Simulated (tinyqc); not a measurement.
Hydrostatic strain: sp3s* tight binding, strained.

sp3s* tight binding, nearest neighbours only: anion (a) at 0, cation (c) at a/4 (1,1,1), orbitals s, px, py, pz, s* on each; k in units of 2 pi/a. With phases e_j = exp(i (pi/2) k.n_j) for n = (1,1,1), (1,-1,-1), (-1,1,-1), (-1,-1,1): g0 = (e1+e2+e3+e4)/4, g1 = (e1+e2-e3-e4)/4, g2 = (e1-e2+e3-e4)/4, g3 = (e1-e2-e3+e4)/4. The diagonal holds the levels Esa, Epa, Exa (s*) and Esc, Epc, Exc. Anion-cation block: <sa|sc> = Vss g0; <sa|xc> = Vsapc g1; <xa|sc> = -Vscpa g1; <xa|xc> = Vxx g0; <xa|yc> = <ya|xc> = Vxy g3, <xa|zc> = <za|xc> = Vxy g2, <ya|zc> = <za|yc> = Vxy g1; <s*a|xc> = Vxapc g1; <xa|s*c> = -Vpaxc g1; y and z take g2 and g3 in place of g1; s-s* and s*-s* vanish.

Strain e moves each bond vector to d = (1 + e) d0 (no internal displacement for the diagonal strains used here) and k is given in fractions of the strained reciprocal cell, so the phases stay. Two-centre values Vss_sigma = Vss/4, Vsp_sigma = sqrt3 V/4 for each s-p and s*-p pair, Vpp_sigma = (Vxx + 2 Vxy)/4, Vpp_pi = (Vxx - Vxy)/4 are scaled by (d0/d)^eta and combined with the new direction cosines; the levels on the diagonal stay.

Values chosen for the exercise (near a published set for AlAs, fitted to gaps, whose masses and valley positions are rough; not measured data): Esa = -7.514 eV (s level of the anion); Epa = 0.99 eV (p level of the anion); Esc = -1.163 eV (s level of the cation); Epc = 3.56 eV (p level of the cation); Exa = 7.479 eV (s* level of the anion); Exc = 6.682 eV (s* level of the cation); Vss = -6.631 eV (s-s); Vxx = 1.864 eV (px-px); Vxy = 4.309 eV (px-py); Vsapc = 5.079 eV (s anion, p cation); Vscpa = 5.531 eV (s cation, p anion); Vxapc = 4.538 eV (s* anion, p cation); Vpaxc = 4.975 eV (p anion, s* cation); eta = 3 (scaling exponent).

exx = eyy = ezz = e. Gaps as measured from the top of the valence band; the deformation potentials are (gap(0.01) - gap(-0.01))/0.06.

Gaps (eV):
```
e,Gamma,Delta,L,x of the minimum
-0.03,3.7286,2.2434,2.9585,0.830
-0.02,3.4752,2.2367,2.8555,0.838
-0.01,3.2334,2.2308,2.7499,0.845
0.00,3.0026,2.2255,2.6441,0.851
0.01,2.7823,2.2209,2.5397,0.856
0.03,2.3711,2.2125,2.3384,0.860
```

Give the missing row, e = 0.02.

Computed row:
```
e      Gamma   Delta       L  x of the minimum
0.02  2.5720  2.2166  2.4376             0.859
```

gap deformation potentials (eV): Gamma -7.518, Delta -0.165, L -3.503

Per unit of volume strain the gaps move by -7.52 (Gamma), -0.17 (Delta) and -3.50 eV (L). The lowest valley stays the Delta line over the range. These potentials follow from the one exponent eta, which fitted models replace by one for each integral; with it the sizes are rough, the sign for Delta can be wrong (in Si, Ge and the III-V crystals measured values are small and positive), and the pressures at which valleys cross, and which valley takes over, are rough too. A gap of zero, where one is listed, marks an s level that has sunk below the valence top.

Computed by tinyqc, a small Python program: `OMP_NUM_THREADS=1 python tinyqc.py 1450776 1450777 out.jsonl` (the numbers bound the seed that draws the inputs); one thread of a shared host (Intel(R) Xeon(R) Processor @ 2.30GHz), about 0.08 s for the whole set of steps.
